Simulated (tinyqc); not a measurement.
# Metal gate on a two-layer dielectric stack with fixed charge and a dipole, step by step

tinyqc, about 0.01 s, one thread, Intel Xeon 2.30GHz (shared host): `OMP_NUM_THREADS=1 python tinyqc.py 2010017 2010018 out.jsonl` Printed values are rounded.

Gate, layer 2, layer 1, p-type semiconductor; x runs from the gate inwards. Charges are counted in units of +q. psi is the band bending at the surface, positive towards inversion. Classical charge, Boltzmann statistics, no interface traps.

Inputs (values chosen for the exercise); band and dielectric values close to those of 4H silicon carbide, layer 1 close to silicon nitride, layer 2 close to zirconium oxide:
```
symbol,value,unit,meaning
T,300,K,temperature
Eg,3.32,eV,band gap
eps_r,9.78,,relative permittivity
Nc,1.7e19,cm^-3,conduction-band density of states at T
Nv,2.54e19,cm^-3,valence-band density of states at T
chi,3.55,eV,electron affinity
Na,1.7e17,cm^-3,acceptor density
pM,4.82,eV,work function of the gate metal
t1,0.9,nm,"thickness of layer 1, next to the semiconductor"
e1,7.35,,relative permittivity of layer 1
t2,5.6,nm,"thickness of layer 2, next to the gate"
e2,25,,relative permittivity of layer 2
Q1,2.5e11,cm^-2,fixed charge at the semiconductor interface
Q2,-3.3e11,cm^-2,fixed charge between the layers
r1,0,cm^-3,uniform charge density in layer 1
r2,9.3e17,cm^-3,uniform charge density in layer 2
Vd,-0.25,V,flat-band shift by a dipole layer between the layers
ps,-0.081,V,band bending psi of the working point
```

Constants: q = 1.602176634e-19 C, kB = 1.380649e-23 J/K, Vt = kB T/q, eps0 = 8.8541878128e-14 F/cm where lengths are in cm. Results are converted to the units shown.

## Equivalent thickness and work-function difference

EOT = 3.9 (t1/e1 + t2/e2), Cox = eps0/(t1/e1 + t2/e2); phi_ms = pM - (chi + Eg - Vt ln(Nv/Na)).

EOT = 1.35115 nm
Cox = 2.55570 uF/cm^2
share of layer 1 in the EOT = 35.3440 %
phi_ms = -1.92057 V

## Flat-band voltage, term by term

EOT = 3.9 (t1/e1 + t2/e2), Cox = eps0/(t1/e1 + t2/e2); phi_ms = pM - (chi + Eg - Vt ln(Nv/Na)). Vfb = phi_ms + Vd - (q/eps0) [Q1 (t1/e1 + t2/e2) + Q2 t2/e2 + r1 (t1^2/(2 e1) + t1 t2/e2) + r2 t2^2/(2 e2)]: each charge counts with its electrical distance from the gate.

terms (V): phi_ms -1.92057, dipole -0.25000, Q1 -0.01567, Q2 0.01338, r1 0.00000, r2 -0.01055
Vfb = -2.18342 V

Apart from phi_ms the largest term is that of dipole, -250 mV; all charges and the dipole together move Vfb by -263 mV.

## Threshold voltage

ni = sqrt(Nc Nv) exp(-Eg/(2 Vt)), Eg in volts, pB = Vt ln(Na/ni), Vth = Vfb + 2 pB + sqrt(4 q eps0 eps_r Na pB)/Cox.

ni = 2.69692e-9 cm^-3
pB = 1.53576 V
depletion charge = 0.380640 uC/cm^2
Vth = 1.03703 V

## Charge in the semiconductor

ni = sqrt(Nc Nv) exp(-Eg/(2 Vt)), Eg in volts. Qs = -sign(psi) sqrt(2 q eps0 eps_r Na Vt [exp(-u) + u - 1 + (ni/Na)^2 (exp(u) - u - 1)]), u = psi/Vt.

Qs = 0.151472 uC/cm^2

The surface is accumulated.

## Fields and voltage drops

Gauss: D = -Qs just inside the semiconductor; going towards the gate subtract q Q1, then q r1 t1, q Q2 and q r2 t2. Field = D/(eps0 e); the drop over a layer is its mean field times its thickness; Vg = phi_ms + Vd + psi + both drops.

```
place,D (uC/cm^2),field (MV/cm)
"layer 2, gate side",-0.222096,-0.100335
"layer 2, inner side",-0.138655,-0.062639
"layer 1, outer side",-0.191526,-0.294302
"layer 1, semiconductor side",-0.191526,-0.294302
semiconductor surface,-0.151472,-0.174922
```

drop over layer 2 = -0.0456327 V
drop over layer 1 = -0.0264871 V
Vg = -2.32369 V

The same Vg follows from Vfb + psi - Qs/Cox. The largest field, 0.294 MV/cm in size, is at: layer 1, outer side.
